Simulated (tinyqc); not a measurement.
Valley-orbit splitting of a donor ground state, with strain: one step, computed by the program tinyqc. Command: `OMP_NUM_THREADS=1 python tinyqc.py 3003520 3003521 out.jsonl valleyorbit walk`. One thread of a shared host (Intel(R) Xeon(R) Processor @ 2.30GHz), about 0.01 s of CPU time with the checks.

The basis is the 1s envelope in each valley; energies are counted from the unstrained conduction-band edge. The strain is e_s (a a^T - 1/3) for the unit stress axis a, so valley j along n_j moves by Xi_u e_s w_j with w_j = (n_j.a)^2 - 1/3: +1/3 for [111] and [-1-11], -1/3 for the others.

Problem. Levels without strain. By symmetry: E(A1) = E_0 + Lambda + 3 Delta_1 (one state), E(T2) = E_0 + Lambda - Delta_1 (three), as binding energies.

Inputs (values chosen for the exercise, modelled on donors in germanium): single-valley binding energy E_0 = 9.93 meV; central-cell shift Lambda = 0.69 meV; coupling Delta_1 = 0.44 meV.

Valleys: four along <111>. Stress axis: [110].

Give: E(A1); E(T2).

Solution.

E(A1) = 11.94 meV

E(T2) = 10.18 meV

Only A1 has all valley amplitudes in phase, so only it has weight at the nucleus.
